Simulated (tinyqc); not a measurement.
Undoped gate-all-around wire MOSFET, analytic charge model: two steps of the calculation.

An undoped round wire of radius R under an insulator shell and a surrounding gate; long channel, electrons only, n = ni exp((psi - V)/Vt) with V the quasi-Fermi potential (0 at the source, Vd at the drain), constant mobility, no quantisation. The radial Poisson equation gives n(r) = n(0)/(1 - (1 - b) r^2/R^2)^2 with b = Q0/(Q + Q0). Q is the electron charge per area of the wire surface.

Values chosen for this exercise; material values close to those of silicon:
- T = 300 K (temperature)
- Eg = 1.14 eV (band gap)
- eps_r = 11.6 (relative permittivity of the semiconductor)
- Nc = 2.82e19 cm^-3 (conduction-band density of states at T)
- Nv = 2.67e19 cm^-3 (valence-band density of states at T)
- eox = 22.8 (relative permittivity of the gate insulator)
- tox = 3.4 nm (insulator thickness)
- R = 4 nm (wire radius)
- dphi = -0.19 V (gate work function less that of the intrinsic body)
- mu = 100 cm^2/(V s) (channel mobility)
- L = 1 um (gate length)
- Vd = 1 V (drain voltage)

Constants: q = 1.602176634e-19 C, kB = 1.380649e-23 J/K, Vt = kB T/q, eps0 = 8.8541878128e-14 F/cm where lengths are in cm. Results are converted to the units shown.

Problem 1. Constants of the wire. ni = sqrt(Nc Nv) exp(-Eg/(2 Vt)), Eg in volts; Cox = eps0 eox/(R ln(1 + tox/R)); Q0 = 4 eps0 eps_r Vt/R; V0 = dphi + Vt ln[8 eps0 eps_r Vt/(q ni R^2)].

Find: ni; Cox; Q0; V0.

Solution 1.

ni = 7.2912e9 cm^-3
Cox = 8.2038 uF/cm^2
Q0 = 265.52 nC/cm^2
V0 = 0.34905 V

Problem 2. Drain current and line charge. Q solves Vg - V0 - V = Q/Cox + Vt ln(Q/Q0) + Vt ln(1 + Q/Q0). I = mu (2 pi R/L)[2 Vt (Qs - Qd) + (Qs^2 - Qd^2)/(2 Cox) + Vt Q0 ln((Qd + Q0)/(Qs + Q0))], with Qs at V = 0 and Qd at V = Vd. Electrons per length at the source: 2 pi R Qs/q; surface over centre density: (1 + Qs/Q0)^2.

Qs = 1.7770637 nC/cm^2
Qd = 2.8640346e-17 nC/cm^2
Cox = 8.2038441 uF/cm^2
Q0 = 265.52222 nC/cm^2

Give: first term; second term; third term; I; electrons per length; surface over centre density.

Solution 2.

first term = 2.309e-4 uA
second term = 4.837e-7 uA
third term = -1.151e-4 uA
I = 1.163e-4 uA
electrons per length = 0.002788 1/nm
surface over centre density = 1.013

The square-law term makes up 0.416 % of the current. Below threshold the third term cancels half of the first, leaving the diffusion current Vt (Qs - Qd).

tinyqc, about 0.03 s, one thread, Intel Xeon 2.30GHz (shared host): `OMP_NUM_THREADS=1 python tinyqc.py 2460142 2460143 out.jsonl`
